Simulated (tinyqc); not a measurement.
Beam energy: resolution against speed: sputter depth profiling of a dopant layer: erosion rate, quantification and the mixing-roughness response. Computed by tinyqc, a small Python program. Command: `OMP_NUM_THREADS=1 python tinyqc.py 3005140 3005141 out.jsonl sims walk`. One thread of a shared host (Intel(R) Xeon(R) Processor @ 2.30GHz), about 0.03 s of CPU time with the checks.

A rastered ion beam erodes silicon (49.94 atoms per nm^3). The measured profile is the true one convolved with a depth response.

Inputs (values chosen for the exercise, modelled on a dopant in silicon under an oxygen or caesium beam):
```
quantity                               value    unit
beam energy E                           0.36     keV
beam current                              32      nA
raster side                              300      um
sputter yield at 1 keV                  0.82       -
mixing length at 1 keV                   2.1      nm
roughness sigma                         0.73      nm
depth of the top edge z0                  18      nm
box width b                              7.3      nm
box concentration C                  6.6e+19  1/cm^3
relative sensitivity factor RSF      9.2e+20  1/cm^3
matrix count rate                     830000     1/s
background count rate                    1.3     1/s
counting time per point                  0.5       s
level that defines the junction C_B    5e+16  1/cm^3
```

True profile: box.

Constants: e = 1.602176634e-19 C.

Method:
- Scaling chosen for the exercise: yield Y = Y1 E^0.5, mixing length w = w1 E^0.5 (E in keV).
- Erosion rate = Y I/(e x raster^2 x density); depth step = rate x counting time; concentration = RSF x counts/matrix counts; detection limit = RSF x 3 sqrt(background x time)/(matrix rate x time).
- Mixing alone turns a layer at z0 into (1/w) exp(-(z - z0 + w)/w) for z > z0 - w; roughness adds a Gaussian of width sigma. With x = z - z0 + w: g(x) = (1/(2w)) exp(sigma^2/(2 w^2) - x/w) erfc((sigma/w - x/sigma)/sqrt2), and its integral G(x) = (1/2) erfc(-x/(sigma sqrt2)) - w g(x). Measured: C [G(x) - G(x - b)].
- Width = full width at half maximum; the apparent junction is the deep point where the profile falls to C_B; time to profile to twice z0 = 2 z0/erosion rate, at fixed current.

erosion rate = 0.0218632 nm/s

Measured values:
```
E (keV)  w (nm)  peak (1/cm^3)  width (nm)  apparent junction (nm)  time (min)
0.15     0.8133     6.5810e+19      7.3069                  30.658      42.515
0.25     1.0500     6.5471e+19      7.3205                  32.047      32.932
0.50     1.4849     6.4308e+19      7.3731                  34.653      23.286
1.00     2.1000     6.1757e+19      7.5115                  38.350      16.466
2.00     2.9698     5.7366e+19      7.8187                  43.494      11.643
4.00     4.2000     5.1191e+19      8.4058                  50.530       8.233
8.00     5.9397     4.3813e+19      9.3991                  60.028       5.822
```

What does the comparison show, and why?

From the highest to the lowest energy the width goes from 9.40 to 7.31 nm, towards the floor set by roughness and the box width 7.3 nm, and the junction error from 34.7 to 5.36 nm, at 7.3 times the time. Extrapolating the tail slope to zero energy separates mixing from real diffusion. Caution: the surface transient, segregation under the beam and the growth of roughness with depth are left out, and real yields fall faster near the sputter threshold.

Extremes, crossings and ranges named in words are read from the listed rows.
